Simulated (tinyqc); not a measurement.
Trap density from the capacitance step.

Question. A junction with shallow donors Nd and a deep trap has C_HF = eps0 eps_r/W and C_LF = eps0 eps_r (Nd + Nt)/(Nd W + Nt xt), xt = W - lam. Find W, xt and Nt.

Values chosen for this exercise:

| symbol | value | unit | meaning |
|---|---|---|---|
| eps_r | 11.8 |  | relative permittivity |
| Nd | 1.7e16 | cm^-3 | shallow donor density |

Constants: eps0 = 8.8541878128e-14 F/cm where lengths are in cm. Results are converted to the units shown.

C_HF = 37.996141 nF/cm^2
C_LF = 44.432975 nF/cm^2
lam = 88.204720 nm

Solution. C_HF gives W. With y = C_LF/C_HF, Nt/Nd = (y - 1)/(1 - y xt/W).

W = 275 nm
xt = 187 nm
Nt = 1.40e16 cm^-3

Numbers from tinyqc (`OMP_NUM_THREADS=1 python tinyqc.py 2050135 2050136 out.jsonl`; about 0.01 s on one thread of a shared Intel Xeon 2.30GHz).
